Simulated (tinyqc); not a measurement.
Random telegraph noise from one oxide trap in a small MOSFET: one step of the calculation.

An acceptor-like trap exchanges electrons with the channel. Inversion charge Q = Cox u, u = n Vt W0(exp((Vg - VT)/(n Vt))), W0 the Lambert function, n = nf, Cox = eps0 eox/tox; linear regime Id = (W/L) mu Q Vd. Relative to threshold the surface potential rises by Vt ln(u/u0) and the oxide voltage by the rest of Vg - VT, with u0 = n Vt W0(1).

Question. Lorentzian spectrum. Spectrum S(f) = 4 dI^2/{(tc + te)[(1/tc + 1/te)^2 + (2 pi f)^2]}; corner fc = (1/tc + 1/te)/(2 pi); variance dI^2 tc te/(tc + te)^2. Give S at f = 0, at fc and at 10 fc.

tc = 5.9329912e-9 s
te = 8.1921349e-9 s
dI = 4.6955833 nA

Find: fc; S(0); S(fc); S(10 fc); rms current.

Answer.

fc = 4.625e7 Hz
S(0) = 7.393e-26 A^2/Hz
S(fc) = 3.696e-26 A^2/Hz
S(10 fc) = 7.320e-28 A^2/Hz
rms current = 2.318 nA

The rms value is 0.494 of the step; it reaches its largest share, 1/2, when tc = te.

Range of the model: VT is taken as given; short-channel effects and the uneven flow of current among few electrons are left out.

tinyqc, about 0.01 s, one thread, Intel Xeon 2.30GHz (shared host): `OMP_NUM_THREADS=1 python tinyqc.py 2710170 2710171 out.jsonl`
